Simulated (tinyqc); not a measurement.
Inside a calculation: conductance of a narrow metal strip with scatterers (square lattice, Green functions). Values are carried at full precision from step to step, so a last printed digit may differ when a step is redone from the rounded ones.

A strip of W sites across with hard walls, site energy 0 and hopping -t. Mode n = 1 to W has profile chi_n(j) = sqrt(2/(W + 1)) sin(n j pi/(W + 1)) and energy en = -2t cos(n pi/(W + 1)); E = en - 2t cos(kn a). With z_n = exp(i kn a) (Im k > 0 for closed modes, |z| < 1) each lead gives the self-energy -t z_n in mode n. One column carries the site energies v, here a uniform barrier across the strip, as of a grain boundary. In the mode basis V_nm = sum_j chi_n(j) v_j chi_m(j), G = (E - en + 2 t z_n - V)^-1, and t_nm = 2t sqrt(sin(kn a) sin(km a)) G_nm in size for open modes. T = sum |t_nm|^2, conductance (2e^2/h) T.

Constants: e^2/h = 3.874045865e-05 S.

Values chosen for the exercise (hopping and spacing of the size met in Cu or Al; the lattice is a model; shifted at random, so the results belong to these values and not to a real crystal):
- t = 1.34 eV (hopping)
- a = 2.72 angstrom (spacing)
- W = 5 (sites across)
- E = 0.93 eV (Fermi energy)
- v = (1.1, 1.1, 1.1, 1.1, 1.1) eV (site energies in the scattering column)

## Modes at the Fermi energy

For each n: en, cos(kn a) = (en - E)/(2t), z_n and the velocity 2 t a sin(kn a) (zero if closed).

Modes:
```
n  en (eV)  cos(k a)                  z  dE/dk (eV angstrom)
1  -2.3209  -1.21304           -0.52641               0.0000
2  -1.3400  -0.84701  -0.84701+0.53157i               3.8749
3   0.0000  -0.34701  -0.34701+0.93786i               6.8366
4   1.3400   0.15299   0.15299+0.98823i               7.2038
5   2.3209   0.51901   0.51901+0.85477i               6.2309
```

4 of 5 modes are open, so the clean strip has a resistance of 3227 ohm, whatever its length.

## The scatterer in the mode basis

Form V_nm.

V (eV), lower triangle:
```
        n=1     n=2     n=3     n=4     n=5
n=1  1.1000
n=2       0  1.1000
n=3       0       0  1.1000
n=4       0       0       0  1.1000
n=5       0       0       0       0  1.1000
```

A uniform column does not mix the modes.

## Green function and transmission

E - en + 2 t z_n = 2t (z_n - cos(kn a)). Invert, form |t_nm|^2 = (2t)^2 Im(z_n) Im(z_m) |G_nm|^2 and sum. The added resistance is 1/(2 (e^2/h) T) less the same for the clean strip.

G (1/eV):
```
        n=1              n=2              n=3              n=4              n=5
n=1  1.3510           0.0000           0.0000           0.0000           0.0000
n=2  0.0000  -0.3396-0.4398i           0.0000           0.0000           0.0000
n=3  0.0000           0.0000  -0.1461-0.3339i           0.0000           0.0000
n=4  0.0000           0.0000           0.0000  -0.1337-0.3220i           0.0000
n=5  0.0000           0.0000           0.0000           0.0000  -0.1703-0.3547i
```

|t_nm|^2, lower triangle:
```
     n=1     n=2     n=3     n=4     n=5
n=1    0
n=2    0  0.6265
n=3    0       0  0.8393
n=4    0       0       0  0.8529
n=5    0       0       0       0  0.8126
```

T = 3.1312
added resistance = 895 ohm

Mode 2 passes least (0.626) and mode 4 most (0.853); 0.0 % of the transmitted flux changes mode.

## Checks

- Transmitted plus reflected flux against the number of open modes: both 4.00000.

Program tinyqc; command `OMP_NUM_THREADS=1 python tinyqc.py 1450567 1450568 out.jsonl`; about 0.01 s on one thread of a shared Intel(R) Xeon(R) Processor @ 2.30GHz.
